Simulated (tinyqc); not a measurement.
Conduction-band offset of an n-N heterojunction from carrier-profile moments: two steps of the calculation.

Layer 1 (x < 0) accumulates electrons and layer 2 (x > 0) is depleted. Boltzmann statistics. The bands bend down by V1 in layer 1 and up by V2 in layer 2, with V1 + V2 = VD = dE + Vt ln[(N2/Nc2)/(N1/Nc1)].

Parameters, values chosen for the exercise; values of the order of III-V alloys:
- T = 300 K (temperature)
- eps_r = 13.1 (relative permittivity of both layers)
- Nc1 = 4.8e17 cm^-3 (density of states of the narrow-gap layer 1)
- Nc2 = 9.6e17 cm^-3 (density of states of the wide-gap layer 2)
- dE = 0.14 eV (conduction-band offset)
- N1 = 5.8e15 cm^-3 (donor density in layer 1)
- N2 = 1.2e16 cm^-3 (donor density in layer 2)
- si = 0 cm^-2 (fixed charge at the interface)

Constants: q = 1.602176634e-19 C, kB = 1.380649e-23 J/K, Vt = kB T/q, eps0 = 8.8541878128e-14 F/cm where lengths are in cm. Results are converted to the units shown.

Question 1. Division of the diffusion potential. Sheet densities from the first integral: Q1 = sqrt((2 eps0 eps_r Vt N1/q)(exp(u1) - u1 - 1)) extra electrons, Q2 = sqrt((2 eps0 eps_r Vt N2/q)(exp(-u2) + u2 - 1)) missing ones, u = V/Vt; neutrality Q1 = Q2 + si. Q1 - Q2 rises steadily with V1, so V1 follows by bisection.

Wanted: VD; V1; V2; Q1; n at x = 0-; n at x = 0+.

Answer 1.

VD = 0.1409 V
V1 = 0.05391 V
V2 = 0.08696 V
Q1 = 1.038e11 cm^-2
n at x = 0- = 4.668e16 cm^-3
n at x = 0+ = 4.152e14 cm^-3

n drops across the interface by 112 = (Nc1/Nc2) exp(dE/Vt).

Question 2. Offset from the moments. A C-V profile smears n(x) but keeps its zeroth and first moments: si = -int (N - n) dx, VD = (q/(eps0 eps_r)) int (N - n) x dx, dE = VD - Vt ln[(N2/Nc2)/(N1/Nc1)]. Use the trapezoidal rule on each side.

-x, left point 0 to 9 (nm): [0, 1.31, 7.96, 22.9, 48.3, 86.3, 139, 207, 293, 398]
x, right point 0 to 9 (nm): [0, 20.9, 51.4, 87, 126, 169, 214, 262, 311, 363]
n in layer 1, left point 0 to 9 (cm^-3): [4.66778e16, 4.34860e16, 3.18553e16, 1.93865e16, 1.18060e16, 8.16857e15, 6.60998e15, 6.03000e15, 5.84959e15, 5.80777e15]
n in layer 2, right point 0 to 9 (cm^-3): [4.15187e14, 1.15863e15, 3.32401e15, 6.68387e15, 9.52277e15, 1.10794e16, 1.16947e16, 1.19083e16, 1.19734e16, 1.19929e16]

Wanted: si; VD; dE.

Answer 2.

si = 5.465e9 cm^-2
VD = 0.1400 V
dE = 0.1391 eV

On these few points dE comes out -0.91 meV from the true 0.14 eV, and si misses by 5.5e9 cm^-2, 5.3 % of Q1.

Computed by the program tinyqc: `OMP_NUM_THREADS=1 python tinyqc.py 2410144 2410145 out.jsonl`, one thread of a shared Intel Xeon 2.30GHz, about 0.1 s for the whole run.
